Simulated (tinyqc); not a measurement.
Worked calculation: physical sputtering: collision-cascade yield, angular dependence, faceting and resputtering in deposition. Computed by tinyqc, a small Python program that keeps every step. Command: `OMP_NUM_THREADS=1 python tinyqc.py 3025386 3025387 out.jsonl sputter walk`. One thread of a shared host (Intel(R) Xeon(R) Processor @ 2.30GHz), about 0.01 s of CPU time with the checks. Intermediate numbers are printed to about 5 digits and carried at full precision; extremes and crossings named in words are read from the listed rows.

Ions start collision cascades; atoms that reach the surface with more than U leave. The target is amorphous or fine-grained.

Inputs (values chosen for the exercise, modelled on argon ions on titanium): ion Z1 = 18; ion mass M1 = 39.95 u; target Z2 = 22; target mass M2 = 47.9 u; surface binding energy U = 4.85 eV; target density N = 56.7 1/nm^3; fit factor Q = 0.56; ion energy E = 450 eV; current density J = 0.24 mA/cm^2; angular exponent f = 1.6; angle of the largest yield = 72 degrees; angle of incidence = 80 degrees; deposition rate over sputter rate on a flat surface, D/S = 4.6.

Constants: e = 1.602176634e-19 C.

## Yield at normal incidence

gamma = 4 M1 M2/(M1 + M2)^2; threshold E_th = 6.7 U/gamma for M1 >= M2, else U (1 + 5.7 M1/M2)/gamma. eps = 0.03255 M2 E/(Z1 Z2 (M1 + M2) z), z = (Z1^(2/3) + Z2^(2/3))^(1/2), E in eV; s_n = 3.441 sqrt(eps) ln(eps + 2.718)/(1 + 6.355 sqrt(eps) + eps (6.882 sqrt(eps) - 1.708)); S_n = 84.78 Z1 Z2 M1 s_n/((M1 + M2) z) in eV angstrom^2; alpha = 0.249 (M2/M1)^0.56 + 0.0035 (M2/M1)^1.5 for M1 <= M2, else 0.0875 (M2/M1)^(-0.15) + 0.165 M2/M1; Y0 = 0.042 Q alpha S_n/U [1 - sqrt(E_th/E)]^2.5 (the electronic-loss factor of the full formula is dropped). Erosion rate = Y0 J/(e N); 1 cm^2 = 1e14 nm^2.

energy transfer factor gamma = 0.99181

threshold E_th = 28.137 eV

reduced energy eps = 0.0052567

nuclear stopping S_n = 683.85 eV angstrom^2

alpha = 0.28023

yield Y0 = 0.45264 atoms per ion

erosion rate = 7.1750 nm/min

The threshold factor is 0.487; the energy cost is 994 eV per removed atom, 205 times U.

## Oblique incidence

Angular law: Y/Y0 = t^f exp(-f cos(a_opt)(t - 1)), t = 1/cos(angle), largest at a_opt. A plane tilted by the angle recedes along the beam at a speed proportional to Y(angle), and along its own normal as Y cos(angle).

Y/Y0 at the angle = 1.5656

yield at the angle = 0.70867 atoms per ion

normal speed relative to a flat surface = 0.27187

largest Y/Y0 = 2.1671

## Deposition with resputtering

With a directional flux, net growth along the beam is D - S Y(angle)/Y0. Slopes where Y/Y0 exceeds D/S are etched: solve Y/Y0 = D/S below a_opt, if the largest Y/Y0 exceeds D/S. The normal speed is largest where f (1 - cos(a_opt)/cos(angle)) = 1, cos(angle) = f cos(a_opt)/(f - 1), or at angle 0 if this exceeds 1.

Angle of zero net growth: none: every slope grows

angle of the largest normal speed = 34.508 degrees

Deposition outweighs sputtering at every angle, so no slope is cut back.

## Yield over energy

The formulas are those given above.

Normal incidence:
```
E (eV)         eps  S_n (eV angstrom^2)      Y0  Y0 per keV
50      5.8408e-04                287.1  0.0122      0.2435
100     1.1682e-03                385.2  0.0791      0.7908
200     2.3363e-03                508.0  0.2131      1.0655
300     3.5045e-03                591.7  0.3223      1.0744
500     5.8408e-03                709.1  0.4897      0.9794
1000    1.1682e-02                886.9  0.7616      0.7616
2000    2.3363e-02               1079.1  1.0695      0.5347
5000    5.8408e-02               1334.0  1.4918      0.2984
10000   1.1682e-01               1501.7  1.7808      0.1781
30000   3.5045e-01               1625.5  2.0437      0.0681
100000  1.1682e+00               1379.5  1.7971      0.0180
```

The yield per keV peaks at 300 eV among these rows, 11 times the threshold, the most economical range for removing atoms. Y0 varies as E^2.70 between the first rows and as E^-0.11 at the end; it peaks near 30000 eV, close to the broad maximum of nuclear stopping. Caution: the electronic-loss factor, dropped here, would lower the yields at the highest energies slightly.

Checks made by the program: position of the angular maximum (relative difference below 1e-10).
